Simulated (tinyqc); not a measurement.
# One-sided p+-n junction, ionisation integral and breakdown: effects of single changes

A p+ layer at x < 0 and an n drift layer from x = 0. Depletion approximation, built-in voltage neglected. Local ionisation coefficients alpha_n = an exp(-(bn/E)^mx), alpha_p = ap exp(-(bp/E)^mx). Electrons move towards +x, holes towards x = 0.

Values chosen for this exercise; material values close to those of gallium nitride:
- eps_r = 9.59 (relative permittivity)
- an = 2.7e8 1/cm (prefactor of the electron ionisation coefficient)
- bn = 3.48e7 V/cm (field constant for electrons)
- ap = 1.4e8 1/cm (prefactor of the hole ionisation coefficient)
- bp = 1.9e7 V/cm (field constant for holes)
- mx = 1 (exponent)
- mu = 1040 cm^2/(V s) (electron mobility of the drift layer)
- N = 1.5e17 cm^-3 (donor density of the drift layer)

Constants: q = 1.602176634e-19 C, eps0 = 8.8541878128e-14 F/cm where lengths are in cm. Results are converted to the units shown.

Each table varies one quantity; the others keep the values above.

## Multiplication against voltage

W = sqrt(2 eps0 eps_r V/(q N)), peak field E0 = q N W/(eps0 eps_r), falling linearly to 0 at W. G(x) = integral from 0 to x of (alpha_n - alpha_p); I_n = integral of alpha_n exp(-G) (electrons injected at x = 0), I_p = integral of alpha_p exp(G(end) - G) (holes injected at the far edge); M = 1/(1 - I). Integrals on a fine grid; BV is where I_n = 1. Here BV = 182.088 V; the Miller exponent is n = ln(1 - 1/M)/ln(V/BV).

Multiplication against voltage:
```
V (V)  E0 (kV/cm)      I_n     I_p   M_n   M_p  Miller n, electrons  Miller n, holes
72.8       2.03e3  3.76e-5  0.0743  1.00  1.08                 11.1             2.84
91         2.27e3  3.03e-4   0.225  1.00  1.29                 11.7             2.15
109        2.48e3  0.00156   0.461  1.00  1.86                 12.6             1.51
127        2.68e3  0.00665   0.713  1.01  3.49                 13.9            0.937
146        2.87e3   0.0301   0.900  1.03  9.96                 15.9            0.479
157        2.98e3   0.0772   0.957  1.08  23.2                 17.3            0.298
168        3.08e3    0.218   0.986  1.28  71.1                 18.9            0.176
175        3.15e3    0.450   0.995  1.82   203                 20.1            0.124
179        3.18e3    0.701   0.998  3.34   574                 20.8            0.102
```

Read the table: what changes, and by how much?

M_n rises from 1.000 to 3.34 and M_p from 1.080 to 574; both diverge at BV. The Miller exponent for electrons rises from 11.1 to 20.8 and that for holes falls from 2.84 to 0.102, so one exponent describes neither over the whole range. The larger multiplication belongs to holes, whose coefficient at the peak field of the last row is 74.2 times the other.

## Effect of the drift doping

Same model as above.

Specific on-resistance Ron = W/(q mu N) with constant mobility and full ionisation.

Effect of the drift doping:
```
N (cm^-3)  BV (V)  E0 at BV (kV/cm)  W at BV (um)  Ron (mohm cm^2)  BV^2/Ron (MW/cm^2)  eps0 eps_r mu E0^3/4 (MW/cm^2)
1.2e16     1.34e3            2.47e3          10.9            0.545              3.31e3                          3.31e3
2.4e16        769            2.64e3          5.83            0.146              4.06e3                          4.06e3
4.6e16        458            2.82e3          3.25           0.0424              4.95e3                          4.95e3
8.8e16        275            3.02e3          1.82           0.0124              6.10e3                          6.10e3
1.7e17        165            3.26e3          1.02          0.00358              7.63e3                          7.63e3
3.3e17       99.8            3.53e3         0.566          0.00103              9.67e3                          9.67e3
6.3e17       61.5            3.82e3         0.322          3.07e-4              1.24e4                          1.24e4
1.2e18       38.4            4.17e3         0.184          9.21e-5              1.60e4                          1.60e4
```

What does the table show?

BV falls from 1340 to 38.4 V while the critical field rises from 2470 to 4170 kV/cm. BV goes as N^(-0.81) between the first two rows and N^(-0.73) between the last two (a coefficient proportional to E^7 gives -0.75 without punch-through). Ron goes as BV^(2.44) over the table; the last two columns agree since BV = E0 W/2 and N = eps0 eps_r E0/(q W). For N = 6.3e17, 1.2e18 the layer is under 0.5 um wide or BV under 85 V, so dead space, tunnelling and the built-in voltage, all left out, matter.

Numbers from tinyqc (`OMP_NUM_THREADS=1 python tinyqc.py 2120053 2120054 out.jsonl`; about 0.05 s on one thread of a shared Intel Xeon 2.30GHz).
